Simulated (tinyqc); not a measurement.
Read current of a NAND string, cells in series solved by shooting: one step of the calculation.

Cells in series, numbered from 0 at the source line (0 V) to the bit line, each followed by a gap resistance Rg. A cell with gate Vg, threshold VT, source Vs and drain Vd passes I = 2 nf K Vt^2 [F(Vs) - F(Vd)]/(1 + th max(Vg - VT, 0)), F(V) = ln^2(1 + exp((Vg - VT - nf V)/(2 nf Vt))). The selected cell has Vg = Vr, the others Vg = Vp.

Problem. Node voltages for a trial current. For a trial current I start at 0 V and, cell by cell (the selected one is cell 2), solve for the drain: sqrt(F(Vd)) = sqrt(F(Vs) - I/k), k = 2 nf K Vt^2/(1 + th max(Vg - VT, 0)), Vd = [Vg - VT - 2 nf Vt ln(exp(sqrt F) - 1)]/nf, then add I Rg.

Values chosen for this exercise; values of the order met in vertical NAND strings: temperature T = 358 K; gain factor of a cell K = 12 uA/V^2; slope factor nf = 1.6; mobility reduction factor th = 0.04 1/V; resistance of the gap between cells Rg = 2.6 kohm; bit-line voltage Vbl = 0.7 V; pass voltage Vp = 6.9 V; read voltage on the selected word line Vr = 1.63 V.

Constants: q = 1.602176634e-19 C, kB = 1.380649e-23 J/K, Vt = kB T/q. Results are converted to the units shown.

first trial current = 1.9 uA
thresholds from the source end, cell 0 to 3 (V): 3.7  3.7  0.5  3.7

Wanted: node voltage after each cell and gap, trial 1.

Solution.

node voltage after each cell and gap, trial 1, cell 0 to 3 (V): 0.061554  0.12496  0.34937  0.42338

Numbers from tinyqc (`OMP_NUM_THREADS=1 python tinyqc.py 2142154 2142155 out.jsonl`; about 0.6 s on one thread of a shared Intel Xeon 2.30GHz).
